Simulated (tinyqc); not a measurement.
# Small-signal admittance of a forward-biased p+-n diode: effects of single changes

Holes injected into a neutral base of width wb with an ohmic contact at its end; low injection, p0 far above the equilibrium density. A small voltage v exp(i w t), w = 2 pi f, modulates the edge density by p0 v/Vt, and the small-signal density obeys Dp d2p/dx2 = (1/tau + i w) p.

Values chosen for this exercise; permittivity close to that of gallium arsenide:
- T = 350 K (temperature)
- eps_r = 12.9 (relative permittivity)
- Nd = 6.2e16 cm^-3 (donor density of the base)
- Dp = 10 cm^2/s (hole diffusion coefficient)
- tau = 3e-7 s (hole lifetime)
- wb = 28 um (width of the neutral base)
- p0 = 3.3e13 cm^-3 (excess hole density at the junction edge)
- Na = 1e19 cm^-3 (acceptor density of the p+ side)
- Rs = 0.0002 ohm cm^2 (series resistance)
- f = 3.7e5 Hz (signal frequency)

Constants: q = 1.602176634e-19 C, kB = 1.380649e-23 J/K, Vt = kB T/q, eps0 = 8.8541878128e-14 F/cm where lengths are in cm. Results are converted to the units shown.

Each table varies one quantity; the others keep the values above.

## Admittance against frequency

L = sqrt(Dp tau); direct current J = (q Dp p0/L) coth(wb/L); k = sqrt(1 + i w tau)/L; diffusion admittance Y = (q Dp p0/Vt) k coth(k wb) = G + i w C_diff; junction capacitance C_j = sqrt(q eps0 eps_r Nd/(2 Vr)) in the depletion approximation, with the remaining barrier Vr = Vt ln(Na/p0), a rough value under forward bias; base-width modulation is left out. Measured admittance 1/[Rs + 1/(Y + i w C_j)].

The same in every row: C_j (uF/cm^2) = 0.1221.

Results:
```
f (Hz)     w tau  G (S/cm^2)  C_diff (uF/cm^2)  measured G (S/cm^2)  measured C (uF/cm^2)  phase of the measured Y (degrees)
2000    0.003770       1.095            0.1223                1.095                0.2443                             0.1606
7000     0.01319       1.095            0.1223                1.095                0.2443                             0.5622
30000    0.05655       1.095            0.1223                1.095                0.2443                              2.408
5e5       0.9425       1.138            0.1199                1.138                0.2419                              33.74
2e6        3.770       1.559           0.09717                1.560                0.2191                              60.46
9e6        16.96       3.036           0.05061                3.053                0.1725                              72.62
4e7        75.40       6.256           0.02456                6.518                0.1463                              79.94
2e8        377.0       13.91           0.01104                19.42                0.1322                              83.33
```

Estimate the missing row, f = 1e5 Hz.

Computed row:
```
f (Hz)   w tau  G (S/cm^2)  C_diff (uF/cm^2)  measured G (S/cm^2)  measured C (uF/cm^2)  phase of the measured Y (degrees)
1e5     0.1885       1.097            0.1222                1.097                0.2442                              7.964
```

With this row back in the table: G starts at J/Vt = 1.10 S/cm^2 and C_diff at (J tau/(2 Vt))(1 - 2 x/sinh 2x) = 0.122 uF/cm^2, x = wb/L = 1.62. Between the last two rows G goes as f^(0.50) and C_diff as f^(-0.50); the limits are 1/2 and -1/2, reached when the signal penetrates only sqrt(Dp/w). The measured C is 0.044 % below C_diff + C_j in the first row and 0.66 % below it in the last, the difference being due to Rs.

## Effect of the width of the neutral base

Same model as above.

The same in every row: w tau = 0.6974; C_j (uF/cm^2) = 0.1221.

Effect of the width of the neutral base:
```
wb (um)  G (S/cm^2)  C_diff (uF/cm^2)  measured G (S/cm^2)  measured C (uF/cm^2)  phase of the measured Y (degrees)
0.87          20.17          0.005082                20.09                0.1261                             0.8364
1.7           10.34          0.009921                10.32                0.1315                              1.696
3.4           5.222           0.01977                5.217                0.1415                              3.609
6.7           2.746           0.03838                2.745                0.1603                              7.731
13            1.597           0.07063                1.596                0.1926                              15.67
26            1.138            0.1165                1.138                0.2385                              25.97
52            1.066            0.1424                1.066                0.2644                              29.98
100           1.066            0.1441                1.066                0.2661                              30.13
```

Read the table: what changes, and by how much?

As wb goes from 0.87 to 100, G falls from 20.2 to 1.07 S/cm^2, C_diff rises from 0.00508 to 0.144 uF/cm^2 and the measured C rises from 0.126 to 0.266 uF/cm^2. C_diff exceeds C_j for wb = 52, 100.

Numbers from tinyqc (`OMP_NUM_THREADS=1 python tinyqc.py 2890229 2890230 out.jsonl`; about 0.01 s on one thread of a shared Intel Xeon 2.30GHz).
